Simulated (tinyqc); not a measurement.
Worked calculation: harmonic frequencies on the unrestricted B3LYP (VWN-RPA form)/sto-3g surface (energies and gradients from PySCF), for H4+, spin multiplicity 2. One step of it, computed by the program tinyqc.

Question. One row of the Hessian: 1Hz. Displace 1Hz by +/-0.005 bohr; H(k, :) = (g(+) - g(-)) / (2 delta).

optimised positions (bohr):
```
            x          y          z
1H  -0.006702   0.065475  -0.181469
2H  -0.194329   0.142589   1.536019
3H   0.063518  -0.099500   3.447651
4H  -0.128938  -0.017856   5.164213
```

gradient at +delta (hartree/bohr):
```
              x            y            z
1H  -0.00008692   0.00003937   0.00071923
2H   0.00010189  -0.00005387  -0.00059391
3H  -0.00002921   0.00001639   0.00009294
4H   0.00001423  -0.00000189  -0.00021826
```

gradient at -delta (hartree/bohr):
```
              x            y            z
1H   0.00007612  -0.00003010  -0.00070585
2H  -0.00008943   0.00004335   0.00058337
3H   0.00003438  -0.00002234  -0.00009046
4H  -0.00002107   0.00000910   0.00021294
```

Give: row of the Hessian.

Answer.

row of the Hessian (hartree/bohr^2): 1Hx -0.016303, 1Hy 0.006948, 1Hz 0.142508, 2Hx 0.019132, 2Hy -0.009722, 2Hz -0.117728, 3Hx -0.006359, 3Hy 0.003873, 3Hz 0.018340, 4Hx 0.003530, 4Hy -0.001099, 4Hz -0.043121
